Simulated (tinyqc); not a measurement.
Worked calculation: virtual-crystal alloy in the empirical-pseudopotential method. Values are carried at full precision from step to step, so a last printed digit may differ when a step is redone from the rounded ones.

Virtual crystal A(1-x)B(x): a = (1 - x) a_A + x a_B. Rule linear: V = (1 - x) V_A + x V_B. Rule volume: V = [(1 - x) a_A^3 V_A + x a_B^3 V_B]/a^3, since a form factor is an atomic potential divided by the cell volume.

Constants: hbar^2/2m0 = 3.80998211 eV angstrom^2; Ry = 13.60569312 eV.

Inputs chosen for the exercise (classic local form factors of the size used for Si (A) and Ge (B), which place X and L only to a few tenths of an eV; shifted at random, so the results belong to these values and not to a real crystal):
- a = (5.426, 5.652) angstrom (lattice constants of A, B)
- VSA = (-0.206, 0.041, 0.08) Ry (symmetric form factors of A)
- VAA = (0, 0, 0) Ry (antisymmetric form factors of A)
- VSB = (-0.234, 0.009, 0.061) Ry (symmetric form factors of B)
- VAB = (0, 0, 0) Ry (antisymmetric form factors of B)
- rule = linear (mixing rule)
- x = 0.23 (fraction of B)

## The virtual crystal

Form a, the two weights and the form factors.

a = 5.4780 angstrom

weights of A and B: 0.77000  0.23000

VS at 3, 8, 11 (Ry): -0.21244  0.03364  0.07563

VA at 3, 4, 11 (Ry): 0.00000  0.00000  0.00000

## The six lowest plane waves at X

Empirical pseudopotential on the fcc lattice, atoms at +/- tau, tau = a (1,1,1)/8, no spin-orbit coupling. H(G,G') = c (2 pi/a)^2 |k + G|^2 delta + VS(q) cos(q.tau) + i VA(q) sin(q.tau), q = G - G', c = hbar^2/2m0; k and G in units of 2 pi/a; VS at |q|^2 = 3, 8, 11 and VA at 3, 4, 11, in rydberg, zero elsewhere. At each k the basis holds all G with |k + G|^2 up to 16; energies are counted from the fourth level at Gamma.

k = (1,0,0) with the small basis G = (0,0,0), (-2,0,0), (-1,1,1), (-1,-1,-1), (-1,1,-1), (-1,-1,1) in place of the full one.

H in this small basis (eV), lower triangle:
```
           000    -200  -1+1+1  -1-1-1  -1+1-1  -1-1+1
000      5.012
-200         0   5.012
-1+1+1  -2.044   2.044  10.025
-1-1-1   2.044  -2.044  -0.458  10.025
-1+1-1  -2.044  -2.044       0       0  10.025
-1-1+1  -2.044  -2.044       0       0   0.458  10.025
```

## Levels in the small basis

Diagonalise; the gap between the fourth and fifth level is a first estimate of the direct gap at X.

levels (absolute scale of H) (eV): 2.829  2.829  9.567  9.567  12.666  12.666

gap = 3.099 eV

The full basis gives 3.855 eV for this gap.

## The lowest conduction band along Gamma-X and at L

Full basis at each k.

Levels (eV):
```
k           band 3  band 4  band 5  band 6
L           -1.254  -1.254   1.630   3.940
(0.00,0,0)   0.000   0.000   3.349   3.349
(0.20,0,0)  -0.555  -0.555   2.775   4.210
(0.40,0,0)  -1.490  -1.490   1.828   4.213
(0.60,0,0)  -2.299  -2.299   1.113   2.650
(0.70,0,0)  -2.585  -2.585   0.895   2.014
(0.80,0,0)  -2.789  -2.789   0.787   1.515
(0.85,0,0)  -2.854  -2.854   0.773   1.320
(0.90,0,0)  -2.907  -2.907   0.787   1.150
(1.00,0,0)  -2.949  -2.949   0.906   0.906
```

On these points band 5 is lowest at (0.85,0,0), 0.773 eV above the valence top: in this model the gap is indirect, by a margin of 2576 meV.

## Checks

- Fifth band at (0.85,0,0) against the equivalent point (0,0,-0.85), on the absolute scale of H (eV): both 11.1686.

tinyqc: `OMP_NUM_THREADS=1 python tinyqc.py 1080472 1080473 out.jsonl`; about 0.2 s, one thread, shared Intel(R) Xeon(R) Processor @ 2.30GHz.
